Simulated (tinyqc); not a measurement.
# Changing the uniaxial anisotropy K_u

Model: domain walls in a thin film with perpendicular anisotropy: Bloch, Neel and chiral walls, motion and stripe domains. Computed by tinyqc, a small Python program. Command: `OMP_NUM_THREADS=1 python tinyqc.py 3007034 3007035 out.jsonl mwall sweep`. One thread of a shared host (Intel(R) Xeon(R) Processor @ 2.30GHz), about 0.02 s of CPU time with the checks.

One-dimensional wall: polar angle theta(x), azimuth phi of the moment in the wall (phi = 0 Neel, 90 degrees Bloch). mu_0 = 1.25663706212e-6 T m/A, gamma = 1.76085963023e11 rad/(s T).

Inputs (values chosen for the exercise, for a model film):
```
quantity                      value    unit
saturation magnetisation M_s    998    kA/m
exchange stiffness A             23    pJ/m
DMI constant D                  1.2  mJ/m^2
thickness t                     2.3      nm
```

Method:
- K_eff = K_u - mu_0 M_s^2/2; Delta = sqrt(A/K_eff); sigma_0 = 4 sqrt(A K_eff); profile theta = 2 arctan exp(x/Delta); quality factor Q = 2 K_u/(mu_0 M_s^2).
- sigma(phi) = sigma_0 + 2 Delta K_D cos^2(phi) - pi D cos(phi), with the wall shape anisotropy K_D = N_x mu_0 M_s^2/2, N_x = t ln 2/(pi Delta). The minimum has cos(phi) = D/D_N for D < D_N = 4 Delta K_D/pi and phi = 0 beyond; sigma turns negative at D_c = (sigma_0 + 2 Delta K_D)/pi.
- Dipolar length l = sigma/(mu_0 M_s^2); for t much smaller than the period the domain width is w = 0.955 t exp(pi l/t) (Kaplan and Gehring), given as log10 of w in nm.

One run for each value; columns: (1) uniaxial anisotropy K_u (kJ/m^3); (2) width parameter Delta (nm); (3) wall energy sigma (mJ/m^2); (4) D_c (mJ/m^2); (5) log10 of the domain width in nm; (6) K_eff (kJ/m^3):
```
(1)      (2)     (3)     (4)     (5)     (6)
666   23.922   0.711  1.4264  0.6788    40.2
811   11.144   5.121  2.8299  2.7686   185.2
956    8.346   7.888  3.7110  4.0805   330.2
1100   6.964  10.075  4.4070  5.1169   474.2
1250   6.070  12.021  5.0265  6.0392   624.2
1390   5.486  13.635  5.5401  6.8041   764.2
1540   5.016  15.207  6.0406  7.5492   914.2
1680   4.671  16.561  6.4717  8.1911  1054.2
1830   4.370  17.916  6.9029  8.8332  1204.2
```

Describe the trends.

Over the rows, width parameter Delta (nm) falls from 23.9 to 4.37 (exponent d ln y / d ln x -3.9 between the first rows and -0.78 between the last); wall energy sigma (mJ/m^2) rises from 0.711 to 17.9 (exponent d ln y / d ln x 10 between the first rows and 0.92 between the last); D_c (mJ/m^2) rises from 1.43 to 6.90 (exponent d ln y / d ln x 3.5 between the first rows and 0.75 between the last).

Caution (rows 666): the domains are not wide against the wall, so the thin-wall formula fails. Caution (rows 1830): the formula for N_x assumes a film much thinner than the wall width.

Extremes, crossings and ranges named in words are read from the listed rows.
